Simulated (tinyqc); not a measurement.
The bottom gap that matches the currents.

Inverse problem. Photon flux above E from a black body at temperature T into a hemisphere: Phi(E, T) = A sum_k exp(-k E/th)[E^2 th/k + 2 E th^2/k^2 + 2 th^3/k^3], k = 1, 2, ..., with th = kB T/q in eV and A = 2 pi q^3/(h^3 c^2). In a two-junction cell the top cell (gap E1) absorbs every photon above E1 and the bottom cell (gap E2) every photon between E2 and E1, one electron each; the sun fills the share fs X of the hemisphere. The currents match when Phi(E2, Ts) = 2 Phi(E1, Ts). Find E2 and the matched current q fs X Phi(E1, Ts).

Parameters, values chosen for the exercise:
- Ts = 5760 K (temperature of the black-body sun)
- fs = 2.16e-5 (share of the hemisphere filled by the sun)
- X = 1 (concentration)

Constants: q = 1.602176634e-19 C, kB = 1.380649e-23 J/K, h = 6.62607015e-34 J s, c = 299792458 m/s. Results are converted to the units shown.

E1 = 1.5703121 eV

Answer. Phi falls steadily with energy, so the condition has one root below E1.

E2 = 0.870 eV
matched current = 32.9 mA/cm^2

Computed by the program tinyqc: `OMP_NUM_THREADS=1 python tinyqc.py 2820118 2820119 out.jsonl`, one thread of a shared Intel Xeon 2.30GHz, about 0.01 s for the whole run.
